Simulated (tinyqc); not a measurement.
Inside a calculation. Method: Hubbard ring of 3 sites. One step of it, computed by the program tinyqc.

Task: Mean-field iteration 2. H(up) = T + U n(down), H(down) = T + U n(up); fill the lowest levels; n(new) = n + mixing (n(out) - n); E = tr T (rho up + rho down) + U sum n_up n_down of the output.

one-body matrix (hopping and site energies) (eV):
```
           1          2          3
1   0.000000  -1.640000  -1.640000
2  -1.640000   0.000000  -1.640000
3  -1.640000  -1.640000   0.000000
```

U = 7.200000 eV

electrons, up and down: 2  1

mixing = 0.500000

n(up) after iteration 1: 1 0.980409, 2 0.147682, 3 0.980409

n(down) after iteration 1: 1 0.043397, 2 0.804707, 3 0.043397

Give: levels, up; levels, down; energy; n(up) after iteration 2; n(down) after iteration 2.

Result:

levels, up (eV): -2.0163  1.9525  6.4826

levels, down (eV): 0.0596  6.4227  8.6989

energy = -1.5013 eV

n(up) after iteration 2: 1 0.9699, 2 0.1144, 3 0.9699

n(down) after iteration 2: 1 0.0611, 2 0.8235, 3 0.0611
